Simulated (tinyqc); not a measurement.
Inside a calculation. Model: self-heating of a transistor with one or more fingers, with temperature-dependent conductivity. Computed by tinyqc, a small Python program that keeps every step. Command: `OMP_NUM_THREADS=1 python tinyqc.py 3006481 3006482 out.jsonl selfheat walk`. One thread of a shared host (Intel(R) Xeon(R) Processor @ 2.30GHz), about 0.08 s of CPU time with the checks. Intermediate numbers are printed to about 6 digits and carried at full precision; extremes and crossings named in words are read from the listed rows.

N long parallel fingers lie on the top face of a slab whose bottom is held at T_0; the top is otherwise insulated, and heat flows in two dimensions. P in W/mm is 1000 P in W/m.

Inputs (values chosen for the exercise, modelled on sapphire):

| quantity | value | unit |
|---|---|---|
| conductivity at the base temperature kappa_0 | 33.5 | W/(m K) |
| exponent m in kappa ~ T^-m | 1.16 | - |
| base temperature T_0 | 298 | K |
| power per gate width P | 0.51 | W/mm |
| fingers N | 1 | - |
| finger pitch s | 19 | micrometre |
| width of the heat source w | 1.7 | micrometre |
| substrate thickness t | 41 | micrometre |
| phonon free path Lambda | 21 | nm |
| heat capacity C | 3.01 | 1e6 J/(m^3 K) |
| pulse length | 0.8 | microsecond |
| power coefficient beta | 2.1 | 1e-3/K |

Power: power rises with temperature.

## Geometry factors

A line source of power P on the top face raises the top at distance x by (P/(pi kappa_0)) g(x), g(x) = -ln tanh(pi x/(4 t)) (the image sum for the slab). On a strip of width w the centre sees the mean of g over the strip, g_0 = 1 + ln(8 t/(pi w)) for w much below t.

own factor g_0 = 5.11766

g(j s), j = 1..7: 1.05354  0.47514  0.22619  0.10887  0.05254  0.02537  0.01225

## Linear temperature rise of each finger

theta_i = (P/(pi kappa_0)) [g_0 + sum over j != i of g(|i - j| s)], with equal powers and constant conductivity; thermal resistance = largest theta/P.

theta of each finger (K): 24.7997

largest theta = 24.7997 K

thermal resistance = 48.6269 K mm/W

## Correction for the falling conductivity

Kirchhoff transformation for kappa = kappa_0 (T/T_0)^-m: T = T_0 [1 - (m - 1) theta/T_0]^(-1/(m - 1)), where theta is the linear rise. The bracket vanishes at the power P T_0/((m - 1) theta).

peak temperature = 324.042 K

true rise = 26.0420 K

true rise / linear rise = 1.05009

power at which the formula diverges = 38.3019 W/mm

The falling conductivity adds 5.0 % to the rise.

## Extra rise from ballistic phonons

Near a source smaller than the free path, Fourier's law overstates the flow. Rough estimate: a strip that emits phonons into a half space adds a resistance times area of 4 Lambda/(3 kappa_0), from the ballistic flux C v Delta T/4 with kappa_0 = C v Lambda/3, so Delta T_b = 4 Lambda P/(3 kappa_0 w); Knudsen number Lambda/w.

Knudsen number = 0.0123529

ballistic rise Delta T_b = 0.250746 K

Delta T_b / largest theta = 0.0101109

By this estimate the ballistic term is at most a fifth of the Fourier rise.

## Electrothermal feedback

The power follows P [1 + beta (T - T_0)] with T the peak temperature, for all fingers alike. Start at T_0 and repeat; stop when T changes by less than 1e-6 K, after 50 steps, or when the bracket falls below 0.05.

Iterations:

| step | power (W/mm) | T (K) | change (K) |
|---|---|---|---|
| 1 | 0.510000 | 324.042 | 2.60420e+01 |
| 2 | 0.537891 | 325.541 | 1.49868e+00 |
| 3 | 0.539496 | 325.627 | 8.64913e-02 |
| 4 | 0.539589 | 325.632 | 4.99238e-03 |
| 5 | 0.539594 | 325.632 | 2.88168e-04 |
| 6 | 0.539594 | 325.632 | 1.66336e-05 |
| 7 | 0.539594 | 325.632 | 9.60117e-07 |

converged (1 yes, 0 no) = 1

peak temperature with feedback = 325.632 K

Converged in 7 steps; feedback adds 1.6 K.

## Rise at the end of a pulse

After switching on, theta(tau) = (P D/kappa_0) int_0^tau X(u) Z(u) du at the hottest finger, D = kappa_0/C; X = sum over fingers at distance x of [erf((x + w/2)/r) - erf((x - w/2)/r)]/(2 w), Z = sum_(j=-200..200) (-1)^j exp(-(2 j t/r)^2)/sqrt(pi D u), r = 2 sqrt(D u); trapezoid rule on 300 points evenly spaced in ln u from u_0 = 1e-3 min(tau, w^2/D) to tau, plus the exact piece 2 sqrt(u_0/(pi D))/w below u_0. Conductivity and power are held at their base values here, and Fourier's law is used even where the diffusion length is near a phonon free path.

diffusivity D = 11.1296 micrometre^2/microsecond

diffusion length sqrt(D tau) = 2.98390 micrometre

linear rise after the pulse = 12.908 K

share of the steady rise = 0.5205

## Rise against time

The formulas are those given above.

Heating curve:

| time (microsecond) | sqrt(D time) (micrometre) | rise (K) | share of the steady rise |
|---|---|---|---|
| 1.50e-04 | 0.0408587 | 0.41288 | 0.01665 |
| 0.0015 | 0.129207 | 1.3056 | 0.05265 |
| 0.015 | 0.408587 | 4.0095 | 0.1617 |
| 0.15 | 1.29207 | 8.9215 | 0.3597 |
| 1.5 | 4.08587 | 14.423 | 0.5816 |
| 7.6 | 9.19700 | 18.348 | 0.7398 |
| 30 | 18.2726 | 21.668 | 0.8737 |
| 91 | 31.8244 | 23.979 | 0.9669 |
| 230 | 50.5945 | 24.74 | 0.9976 |

Half the steady rise is reached between 0.15 and 1.5 microseconds, and the last row holds 99.8 % of it; the slowest time constant is 4 t^2/(pi^2 D) = 61.2 microseconds. While the diffusion length lies between w and the pitch or thickness, the rise grows as the logarithm of time.

Checks made by the program: g(s) against the alternating image sum (relative difference 1e-06); Kirchhoff integral of kappa/kappa_0 from T_0 to T (relative difference below 1e-10); long-time limit against the steady rise (relative difference 8e-06).
